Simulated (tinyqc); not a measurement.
Worked calculation: lattice vibrations of a chain. One step of it, computed by the program tinyqc.

Question. Dynamical matrix at q = 0.23. q is in units of 2 pi/a. A spring k from atom i to atom j, n cells on, adds k to Phi_ii and Phi_jj, -k exp(2 pi i q n) to Phi_ij and the conjugate to Phi_ji (for one atom a cell: 2k (1 - cos 2 pi q n)); D_ij = Phi_ij / sqrt(m_i m_j).

A chain moving along its axis:
```
atom    mass (u)  spring to the next atom (eV/angstrom^2)
1     114.400000                                11.600000
2       6.900000                                16.100000
3      29.200000                                17.400000
4      27.600000                                10.200000
```

Give: D(q).

Answer.

D(q) (eV/(angstrom^2 u)):
$$\begin{pmatrix}
0.191 & -0.413 & 0.000 & -0.023+0.180i \\
-0.413 & 4.014 & -1.134 & 0.000 \\
0.000 & -1.134 & 1.147 & -0.613 \\
-0.023-0.180i & 0.000 & -0.613 & 1.000
\end{pmatrix}$$
